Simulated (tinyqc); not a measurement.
Rigid-ion and shell models of the dielectric response of an ionic crystal: one step, computed by the program tinyqc. Command: `OMP_NUM_THREADS=1 python tinyqc.py 3024153 3024154 out.jsonl shell walk`. One thread of a shared host (Intel(R) Xeon(R) Processor @ 2.30GHz), about 0.01 s of CPU time with the checks.

Charges +Z and -Z; 8 nearest neighbours, Madelung constant M = 1.762675, volume per ion pair Omega = 1.539601 d^3. Energy per pair U = -M Z^2 e2/d + 8 A exp(-d/rho), e2 = e^2/(4 pi eps_0). In the shell model the anion is a core of charge Y - Z and a massless shell of charge -Y, joined by the spring k; the repulsion acts on the shell. Each ion feels the Lorentz field E + (4 pi/3) P (Gaussian units).

Task: Shell model: lattice response. mu lambda_TO = R' - (4 pi e2/(3 Omega)) Z_S^2/(1 - b); mu lambda_LO = mu lambda_TO + 4 pi e2 Z*^2/(eps_inf Omega); eps_s = eps_inf lambda_LO/lambda_TO. lambda in eV/(angstrom^2 u) gives the wavenumber 15.6333042 x 33.35640952 x sqrt(lambda); mu is the reduced mass.

Inputs (values chosen for the exercise, for a model crystal): cation mass = 13.7 u; anion mass = 79.9 u.

Structure: caesium chloride.

anion polarisability alpha_- = 1.391308 angstrom^3

Szigeti charge Z_S = 1.222545 e

softened spring R' = 10.72225 eV/angstrom^2

b = 0.3899511

eps_inf = 2.917638

Born charge Z* = 2.004012 e

volume Omega = 21.81997 angstrom^3

Constants: e^2/(4 pi eps_0) = 14.39964548 eV angstrom; nu for 1 eV/(angstrom^2 u) = 15.6333042 THz; 1 THz = 33.35640952 1/cm.

Give: mu lambda_TO; omega_TO; omega_LO; eps_s; share of R' left after the dipole term.

Result:

mu lambda_TO = 3.950 eV/angstrom^2

omega_TO = 303.1 1/cm

omega_LO = 597.7 1/cm

eps_s = 11.35

share of R' left after the dipole term = 0.3684

The dipole field cancels 63 % of the short-range spring.
